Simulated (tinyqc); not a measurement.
MOS capacitor with interface traps: C-V stretch-out, conductance peak and subthreshold swing: one step, computed by the program tinyqc. Command: `OMP_NUM_THREADS=1 python tinyqc.py 3002359 3002360 out.jsonl mostraps walk`. One thread of a shared host (Intel(R) Xeon(R) Processor @ 2.30GHz), about 0.01 s of CPU time with the checks.

Energies at the interface are counted from the valence band. psi > 0 means bending towards depletion, so the surface potential is -psi. Boltzmann statistics, full ionisation, no quantum confinement. Traps are neutral when filled up to E_n, with a sharp (zero-temperature) occupation.

Problem. Substrate and insulator. N_c = 2 M_c (2 pi m_e k_B T/h^2)^(3/2) and N_v = 2 (2 pi m_h k_B T/h^2)^(3/2), masses in units of m_0. n_i = sqrt(N_c N_v) exp(-E_g/2 k_B T); E_F = E_g - k_B T ln(N_c/N); phi_B = (k_B T/e) ln(N/n_i); L_D = sqrt(eps_s eps_0 k_B T/(e^2 N)); C_ox = eps_ox eps_0/t_ox.

Inputs (values chosen for the exercise, for a model semiconductor):
```
quantity                     value   unit
gap E_g                       3.55     eV
electron mass m_e            0.435    m_0
valleys M_c                      3      -
hole mass m_h                 2.42    m_0
dielectric constant eps_s     8.85      -
doping N                   1.9e+15  cm^-3
insulator constant eps_ox     7.13      -
insulator thickness t_ox        22     nm
temperature T                  350      K
```

Substrate: n-type. Trap spectrum: U-shaped.

Constants: m_0 = 9.1093837015e-31 kg; k_B = 1.380649e-23 J/K; h = 6.62607015e-34 J s; k_B = 8.617333262e-05 eV/K; eps_0 = 8.8541878128e-12 F/m; e = 1.602176634e-19 C.

Give: k_B T; n_i; bulk E_F; phi_B; Debye length L_D; C_ox; effective density of states of the majority band.

Solution.

k_B T = 0.030161 eV

n_i = 1.5718e-06 cm^-3

bulk E_F = 3.2614 eV

phi_B = 1.4641 V

Debye length L_D = 88.112 nm

C_ox = 0.28696 microF/cm^2

effective density of states of the majority band = 2.7217e+19 cm^-3
